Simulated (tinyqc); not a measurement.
Impurity fraction: conduction-band anticrossing with a localised impurity level.

Host conduction band EM(k) = Eg - al x + c k^2/mM, c = hbar^2/2m0, coupled to a flat level EI by V = C sqrt(x): H = [[EM, V], [V, EI]], E+/- = (EM + EI)/2 +/- sqrt((EM - EI)^2/4 + V^2). The host weight of a state at E is f = 1/(1 + V^2/(E - EI)^2), and its mass at k = 0 is mM/f. The gap is E-(0), the valence top staying at 0.

Constants: hbar^2/2m0 = 3.80998211 eV angstrom^2.

Inputs chosen for the exercise (host near GaAs; shifted at random, so the results belong to these values and not to a real crystal): Eg = 1.537 eV (gap at Gamma to the s-like level); mM = 0.0676 m0 (mass of the host band); EI = 1.789 eV (impurity level, from the valence top of the host); C = 2.33 eV (coupling); al = 0.23 eV (linear shift of the host edge).

The last column is the bowing that a quadratic law would need at that x, (Eg - gap)/(x (1 - x)), with equal end gaps.

Results:
```
x (%)  E- (eV)  E+ (eV)  gap (eV)  host weight of E-  mass of E-  bowing (eV)
0.1     1.5168   1.8089    1.5168              0.932      0.0726         20.2
0.2     1.4991   1.8265    1.4991              0.886      0.0763         19.0
0.5     1.4547   1.8702    1.4547              0.805      0.0840         16.6
1.0     1.3964   1.9273    1.3964              0.740      0.0914         14.2
2.0     1.3071   2.0143    1.3071              0.681      0.0992         11.7
3.0     1.2357   2.0834    1.2357              0.653      0.1036         10.4
5.0     1.1198   2.1947    1.1198              0.623      0.1086          8.8
8.0     0.9811   2.3265    0.9811              0.600      0.1126          7.6
```

The apparent bowing falls from 20.2 to 7.6 eV, so no single constant describes the gap: the part from the coupling goes as x while V is small against |EM - EI| and as sqrt(x) beyond (V = |Eg - EI| near x = 1.17 %), with the linear term al x on top; the fall of the gap goes as the power 0.91 of x between the first two rows and 0.61 between the last two. The mass of E- goes from 0.0726 to 0.1126, higher although the gap falls, against the usual k.p trend; with al = 0 the weight tends to 1/2 at large x.

Run: tinyqc, `OMP_NUM_THREADS=1 python tinyqc.py 1081354 1081355 out.jsonl`; Intel(R) Xeon(R) Processor @ 2.30GHz, one thread, shared host; about 0.01 s of CPU time with all checks.
